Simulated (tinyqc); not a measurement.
Longitudinal sound in a periodic multilayer: transfer matrices, stop bands and folded phonons: one step, computed by the program tinyqc. Command: `OMP_NUM_THREADS=1 python tinyqc.py 3022556 3022557 out.jsonl multilayer walk`. One thread of a shared host (Intel(R) Xeon(R) Processor @ 2.30GHz), about 0.01 s of CPU time with the checks.

Layers 1 and 2 repeat with period d = d_1 + d_2; waves travel normal to the layers, without loss. State vector (u, s): displacement u and stress divided by omega. Impedances Z = rho v are in 1e6 kg/(m^2 s).

Task: Transmission through N periods. A layer maps (u, s) by [[cos p, sin p/Z], [-Z sin p, cos p]], p = 2 pi f d_i/v_i; one period is M = M_2 M_1, and cos(q d) = trace(M)/2. For N periods A = M^N. A wave comes from a thick layer of material 1 and leaves into the substrate (Z_s): transmitted power T = 4 Z_1 Z_s/|Z_1 A_22 + Z_s A_11 - i (Z_1 Z_s A_12 - A_21)|^2, reflected power R = 1 - T.

Inputs (values chosen for the exercise, modelled on silica (layer 1), tungsten (layer 2) and gallium arsenide (substrate)): velocity v_1 = 5860 m/s; thickness d_1 = 280 nm; velocity v_2 = 5230 m/s; thickness d_2 = 415 nm; periods N = 20; frequency f = 2.61 GHz.

M:
$$\begin{pmatrix}
0.1022365 & 0.02120756 \\
-72.07127 & -5.168953
\end{pmatrix}$$

Z_2 = 101.985

Z_1 = 12.9506

Z of the substrate = 24.957

Give: A = M^N; transmitted power T; T in decibel.

Result:

A = M^N:
$$\begin{pmatrix}
-3.590e+12 & -2.472e+11 \\
8.401e+14 & 5.785e+13
\end{pmatrix}$$

transmitted power T = 1.009e-27

T in decibel = -270.0 dB
